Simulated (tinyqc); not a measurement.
# Octagonal on-chip spiral inductor, lumped pi model: effects of single changes

Outer diameter do = di + 2 n wd + 2 (n - 1) sp, mean da = (do + di)/2, fill p = (do - di)/(do + di), length l = 3.314 n da. L = 2.25 mu0 n^2 da/(1 + 3.55 p), mu0 = 4 pi 1e-7 H/m. Rs = rho l/(wd delta (1 - exp(-th/delta))), delta = sqrt(rho/(pi f mu0)). Cs = n wd^2 eps0 eo/hu across the coil. At each end Cox = l wd eps0 eo/(2 ho) leads to the substrate branch Rsi = 2 rs he/(l wd) in parallel with Csi = l wd eps0 11.7/(2 he). With one end grounded Y = 1/(Rs + i w L) + i w Cs + 1/[1/(i w Cox) + 1/(1/Rsi + i w Csi)], w = 2 pi f; Q = -Im Y/Re Y. Eddy currents in neighbouring turns and in the substrate are left out.

Values chosen for this exercise; values of the order met in silicon radio-frequency processes: number of turns n = 5.5; line width wd = 15 um; space between turns sp = 1.5 um; inner diameter di = 100 um; metal thickness th = 0.9 um; metal resistivity rho = 1.9 uohm cm; oxide below the coil ho = 7.6 um; oxide between coil and underpass hu = 0.7 um; relative permittivity of the oxide eo = 3.9; substrate resistivity rs = 1000 ohm cm; effective spreading depth in the substrate he = 30 um; frequency f = 5 GHz.

Constants: eps0 = 8.8541878128e-12 F/m. Results are converted to the units shown.

Each table varies one quantity; the others keep the values above.

## Quality factor against frequency

Apparent inductance Im(1/Y)/w; share of the loss Re(substrate branch)/Re Y.

Result of one run:

| f (GHz) | Rs (ohm) | w L/Rs | Q | apparent inductance (nH) | loss in the substrate (%) |
|---|---|---|---|---|---|
| 0.45 | 5.553 | 3.082 | 3.058 | 6.081 | 0.1586 |

What becomes of these results when the frequency f is changed from 0.45 to 1.2 GHz, all else the same?

Result of the changed run:

| f (GHz) | Rs (ohm) | w L/Rs | Q | apparent inductance (nH) | loss in the substrate (%) |
|---|---|---|---|---|---|
| 1.2 | 6.027 | 7.572 | 7.205 | 6.289 | 0.9664 |

The whole series:

| f (GHz) | Rs (ohm) | w L/Rs | Q | apparent inductance (nH) | loss in the substrate (%) |
|---|---|---|---|---|---|
| 0.1 | 5.177 | 0.7347 | 0.7339 | 6.050 | 0.01541 |
| 0.17 | 5.277 | 1.225 | 1.223 | 6.053 | 0.03188 |
| 0.27 | 5.391 | 1.905 | 1.899 | 6.060 | 0.06547 |
| 0.45 | 5.553 | 3.082 | 3.058 | 6.081 | 0.1586 |
| 0.73 | 5.755 | 4.824 | 4.734 | 6.135 | 0.3842 |
| 1.2 | 6.027 | 7.572 | 7.205 | 6.289 | 0.9664 |
| 1.9 | 6.356 | 11.37 | 10.03 | 6.690 | 2.250 |
| 3.2 | 6.852 | 17.76 | 12.15 | 8.313 | 5.691 |
| 5.2 | 7.475 | 26.46 | 6.384 | 21.40 | 12.73 |

Q goes from 0.734 through a maximum of 12.2 (at f = 3.2 GHz among the rows listed) to 6.38; the exact peak is 12.2 at 3.17 GHz and Q reaches zero at the self-resonance, 6.11 GHz. The share of the substrate rises from 0.0154 to 12.7 %, and the apparent inductance ends at 3.54 times L. At the peak the substrate takes 5.60 % of the loss.

## Effect of the oxide below the coil

Same model as above.

Peak Q and its frequency from a search over f; self-resonance where Im Y = 0; Q at the given f (negative beyond resonance).

The same in every row: L (nH) = 6.053; do (um) = 278.5.

Result of one run:

| ho (um) | peak Q | f of the peak (GHz) | self-resonance (GHz) | Q at f |
|---|---|---|---|---|
| 5 | 11.59 | 3.021 | 5.887 | 6.011 |

What becomes of these results when the oxide below the coil ho is changed from 5 to 15 um, all else the same?

Result of the changed run:

| ho (um) | peak Q | f of the peak (GHz) | self-resonance (GHz) | Q at f |
|---|---|---|---|---|
| 15 | 13.24 | 3.468 | 6.572 | 10.11 |

The whole series:

| ho (um) | peak Q | f of the peak (GHz) | self-resonance (GHz) | Q at f |
|---|---|---|---|---|
| 1 | 10.38 | 2.703 | 5.420 | 2.830 |
| 2 | 10.73 | 2.795 | 5.554 | 3.755 |
| 3 | 11.05 | 2.878 | 5.675 | 4.588 |
| 5 | 11.59 | 3.021 | 5.887 | 6.011 |
| 7 | 12.03 | 3.140 | 6.066 | 7.167 |
| 10 | 12.57 | 3.286 | 6.288 | 8.523 |
| 15 | 13.24 | 3.468 | 6.572 | 10.11 |

As ho goes from 1 to 15, L stays at 6.05 nH, the peak Q rises from 10.4 to 13.2, its frequency rises from 2.70 to 3.47 GHz and the self-resonance rises from 5.42 to 6.57 GHz.

Program tinyqc, `OMP_NUM_THREADS=1 python tinyqc.py 2302013 2302014 out.jsonl`; Intel Xeon 2.30GHz, shared host, one thread, about 0.01 s.
